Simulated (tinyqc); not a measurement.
Strain-driven crossing of the Gamma and L valleys in a germanium-like crystal: sweeps and comparisons. A value that a table varies takes the place of the one given here.

Biaxial loads: e0 is the in-plane strain e_par and the normal is free. (001): e_perp = -2 (C12/C11) e_par; exx = eyy = e_par, ezz = e_perp, no shear. (111): e_perp = -(2 C11 + 4 C12 - 4 C44)/(C11 + 2 C12 + 4 C44) e_par; exx = eyy = ezz = (2 e_par + e_perp)/3 and exy = eyz = ezx = (e_perp - e_par)/3. (110): e_perp = -(C11 + 3 C12 - 2 C44)/(C11 + C12 + 2 C44) e_par; exx = eyy = (e_par + e_perp)/2, ezz = e_par, exy = (e_perp - e_par)/2, eyz = ezx = 0. Uniaxial loads: a stress along n, scaled so that n.e.n = e0, with exx = s11 sxx + s12 (syy + szz), exy = s44 sxy/2, s11 = (C11 + C12)/((C11 - C12)(C11 + 2 C12)), s12 = -C12/((C11 - C12)(C11 + 2 C12)), s44 = 1/C44.

Edges from the unstrained valence top: Gamma at Eg + ac tr(e); an L valley with unit axis u at EgL + aL tr(e) + XuL (u.e.u - tr(e)/3), u along [111], [1-1-1], [-11-1], [-1-11]; valence edges are the levels of the 6 x 6 matrix of X, Y, Z times spin with -Dso/3 + l exx + m (eyy + ezz) on the diagonal (cyclic), n exy off it, l = av + 2 b, m = av - b, n = sqrt(3) d. Spin-orbit term (Dso/3) L.sigma on X, Y, Z with (L_k)_ij = -i epsilon_kij: <X+|H|Y+> = -i Dso/3, <X+|H|Z-> = Dso/3, <Y+|H|Z-> = -i Dso/3, <Z+|H|X-> = -Dso/3, <Z+|H|Y-> = i Dso/3, <X-|H|Y-> = i Dso/3, and their conjugates; + and - are the spin along z.

Constants: kB = 8.617333262e-05 eV/K.

Inputs chosen for the exercise (near those of Ge, gaps at low temperature; not measured data):

| symbol | value | unit | meaning |
|---|---|---|---|
| Eg | 0.911 | eV | gap at Gamma to the s-like level |
| EgL | 0.743 | eV | gap to L |
| Dso | 0.288 | eV | spin-orbit splitting |
| ac | -8.1 | eV | conduction deformation potential |
| av | 1.26 | eV | valence hydrostatic potential |
| b | -2.5 | eV | tetragonal shear potential |
| d | -5.24 | eV | trigonal shear potential |
| aL | -1.43 | eV | hydrostatic potential of the L edge, Xd + Xu/3 |
| XuL | 15.57 | eV | uniaxial potential, L |
| C11 | 126 | GPa |  |
| C12 | 47.8 | GPa |  |
| C44 | 66.9 | GPa |  |
| load | biaxial (111) |  | kind of strain |
| mG | 0.0389 | m0 | mass at Gamma |
| mL | 0.575 | m0 | density-of-states mass of the four L valleys together |
| T | 200 | K | temperature |
| e0 | 0.0054 |  | size of the strain |

## Which strain makes the gap direct

For tension the difference Gamma minus lowest L is linear in e0; slope per 1 % and the e0 at which it vanishes (a dash: no crossing below 15 %), with the gap there.

Results:

| load | slope (meV per 1 %) | crossing e0 (%) | gap at the crossing (eV) |
|---|---|---|---|
| biaxial (001) | -82.8 | 2.03 | 0.548 |
| biaxial (110) | -29.2 | 5.75 | -0.334 |
| biaxial (111) | 31.6 | - | - |
| uniaxial [100] | -30.0 | 5.60 | 0.497 |
| uniaxial [111] | -6.5 | - | - |
| uniaxial [110] | 11.8 | - | - |

What can be read from the table?

The smallest strain is needed for biaxial (001) (2.03 %), then uniaxial [100] (5.60 %). No crossing below 15 % is found for biaxial (111), uniaxial [111] and uniaxial [110]: shear splits the L valleys and pulls the lowest down nearly as fast as, or faster than, Gamma. Loads without off-diagonal strain, (001) and [100], gain (ac - aL) tr(e) = -67 meV per 1 % of volume. Crossings beyond about 3 % are sensitive to second-order terms, left out here. For uniaxial [111] the slope is a near cancellation, so terms beyond this linear model decide. A gap at or below zero marks a crossing beyond the range of this linear model.

## Sweep of a biaxial (111) strain

The valence splitting is the distance of the top two edges. Share in Gamma = mG^(3/2)/(mG^(3/2) + (mL^(3/2)/4) sum_i exp(-(E_Li - E_Gamma)/kT)).

Results:

| e0 (%) | direct gap (eV) | indirect gap (eV) | Gamma - L (meV) | valence splitting (meV) | share in Gamma (%) |
|---|---|---|---|---|---|
| 0.00 | 0.911 | 0.743 | 168 | 0 | 0.000103 |
| 0.34 | 0.844 | 0.665 | 179 | 29 | 0.000205 |
| 0.69 | 0.772 | 0.582 | 190 | 62 | 0.000116 |
| 1.03 | 0.700 | 0.499 | 201 | 95 | 6.22e-05 |
| 1.37 | 0.627 | 0.415 | 211 | 130 | 3.34e-05 |
| 1.71 | 0.552 | 0.330 | 222 | 166 | 1.79e-05 |
| 2.06 | 0.475 | 0.242 | 233 | 205 | 9.41e-06 |
| 2.40 | 0.399 | 0.155 | 244 | 242 | 5.05e-06 |

How do the results move?

The gap stays indirect over the sweep. The direct gap goes from 0.911 to 0.399 eV; of that change -0.144 eV comes from the rise of the valence top through the shear terms and the rest from the volume. The share in Gamma goes from 0.000103 to 5.05e-06 %, with a peak of 0.000205 % at e0 = 0.34 % among these rows.

## What each parameter does

Direct gap, Gamma minus the lowest L edge and the valence splitting. Each row changes one parameter from the base and keeps the others.

Results:

| case | direct gap (eV) | Gamma - L (meV) | valence splitting (meV) |
|---|---|---|---|
| base | 0.8027 | 185.1 | 47.5 |
| ac = -9.315 eV | 0.7919 | 174.3 | 47.5 |
| b = -2.875 eV | 0.8027 | 185.1 | 47.5 |
| aL = -1.6445 eV | 0.8027 | 187.0 | 47.5 |
| Dso = 0.2448 eV | 0.8022 | 185.1 | 48.0 |
| e0 = 0.00621 | 0.7860 | 187.6 | 55.2 |
| d = -4.454 eV | 0.8069 | 185.1 | 40.0 |
| C44 = 76.935 GPa | 0.7996 | 175.6 | 43.7 |

What does this show?

The largest shifts from the base row, up to three for each result and ties (the steps differ in size, so this ranks the rows, not the parameters). direct gap (eV): e0 -0.0167, ac -0.0108, d +0.0042; unchanged at the printed digits by b and aL. Gamma - L (meV): ac -10.8, C44 -9.5, e0 +2.6; unchanged at the printed digits by b, Dso and d. valence splitting (meV): e0 +7.6, d -7.5, C44 -3.8; unchanged at the printed digits by ac, b and aL.

Run: tinyqc, `OMP_NUM_THREADS=1 python tinyqc.py 1050992 1050993 out.jsonl`; Intel(R) Xeon(R) Processor @ 2.30GHz, one thread, shared host; about 0.01 s of CPU time with all checks.
